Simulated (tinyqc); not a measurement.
# Read current of a NAND string, cells in series solved by shooting: two studies

Cells in series, numbered from 0 at the source line (0 V) to the bit line, each followed by a gap resistance Rg. A cell with gate Vg, threshold VT, source Vs and drain Vd passes I = 2 nf K Vt^2 [F(Vs) - F(Vd)]/(1 + th max(Vg - VT, 0)), F(V) = ln^2(1 + exp((Vg - VT - nf V)/(2 nf Vt))). The selected cell has Vg = Vr, the others Vg = Vp.

Inputs (values chosen for the exercise); values of the order met in vertical NAND strings:

| symbol | value | unit | meaning |
|---|---|---|---|
| T | 358 | K | temperature |
| K | 8.4 | uA/V^2 | gain factor of a cell |
| nf | 2.3 |  | slope factor |
| th | 0.07 | 1/V | mobility reduction factor |
| Rg | 6.5 | kohm | resistance of the gap between cells |
| Vbl | 0.4 | V | bit-line voltage |
| Vp | 7.2 | V | pass voltage |
| Ve | -2 | V | threshold of an erased cell |
| Vh | 3.4 | V | threshold of the highest state |
| Vx | 1.4 | V | threshold of the selected cell |
| Is | 10 | nA | sensing current |
| Vr | 2.83 | V | read voltage on the selected word line |

Constants: q = 1.602176634e-19 C, kB = 1.380649e-23 J/K, Vt = kB T/q. Results are converted to the units shown.

Each table varies one quantity; the others keep the values above.

## Read current against the number of cells

For a trial current I start at 0 V and, cell by cell, solve for the drain: sqrt(F(Vd)) = sqrt(F(Vs) - I/k), k = 2 nf K Vt^2/(1 + th max(Vg - VT, 0)), Vd = [Vg - VT - 2 nf Vt ln(exp(sqrt F) - 1)]/nf, then add I Rg. The string current is the I for which the last node reaches Vbl. The apparent threshold is the Vr at which I = Is. Background: all other cells erased (VT = Ve) or all in the highest state (VT = Vh); ratio and shift are high over erased and high minus erased. The selected cell is in the middle, cell n/2.

Result of one run:
columns A: n; B: I, others erased (uA); C: I, others high (uA); D: ratio; E: apparent VT, erased (V); F: apparent VT, high (V); G: background shift (mV)
```
A      B       C       D      E      F      G
8  1.154  0.7933  0.6873  1.349  1.350  1.693
```

What becomes of these results when the number of cells n is changed from 8 to 64, all else the same?

Result of the changed run:
columns A: n; B: I, others erased (uA); C: I, others high (uA); D: ratio; E: apparent VT, erased (V); F: apparent VT, high (V); G: background shift (mV)
```
A        B       C       D      E      F      G
64  0.2039  0.1179  0.5780  1.367  1.380  13.65
```

The whole series:
columns A: n; B: I, others erased (uA); C: I, others high (uA); D: ratio; E: apparent VT, erased (V); F: apparent VT, high (V); G: background shift (mV)
```
A          B        C       D      E      F      G
8      1.154   0.7933  0.6873  1.349  1.350  1.693
16    0.6944   0.4370  0.6293  1.351  1.355  3.390
32    0.3856   0.2298  0.5959  1.356  1.363  6.795
64    0.2039   0.1179  0.5780  1.367  1.380  13.65
96    0.1386  0.07927  0.5719  1.377  1.397  20.56
128   0.1050  0.05971  0.5688  1.387  1.415  27.62
192  0.07067  0.03998  0.5657  1.408  1.450  41.92
```

With erased neighbours the current falls from 1.15 to 0.0707 uA, as n^(-0.73) between the first two rows and n^(-0.98) between the last two (-1 once the series resistance rules). The ratio falls from 0.687 to 0.566 and the background shift rises from 1.69 to 41.9 mV.

## Effect of the pass voltage

Same model as above.

The string has 64 cells and the selected one is cell 32.

Effect of the pass voltage:
columns A: Vp (V); B: I, others erased (uA); C: I, others high (uA); D: ratio; E: apparent VT, erased (V); F: apparent VT, high (V); G: background shift (mV)
```
A         B        C       D      E      F      G
4.5  0.1697  0.02985  0.1759  1.371  1.441  70.38
5    0.1771  0.05070  0.2863  1.370  1.413  43.60
5.5  0.1839  0.06894  0.3749  1.369  1.399  30.63
6    0.1903  0.08519  0.4477  1.368  1.391  23.07
6.5  0.1962  0.09978  0.5085  1.367  1.386  18.16
7    0.2018   0.1130  0.5597  1.367  1.382  14.74
7.5  0.2070   0.1249  0.6034  1.366  1.379  12.24
```

As Vp goes from 4.5 to 7.5 V, the current with erased neighbours rises from 0.170 to 0.207 uA, that with high neighbours rises from 0.0298 to 0.125 uA and the ratio rises from 0.176 to 0.603. The background shift falls from 70.4 to 12.2 mV. A higher pass voltage also disturbs erased cells more, which this model leaves out.

Computed by the program tinyqc: `OMP_NUM_THREADS=1 python tinyqc.py 2142036 2142037 out.jsonl`, one thread of a shared Intel Xeon 2.30GHz, about 0.6 s for the whole run.
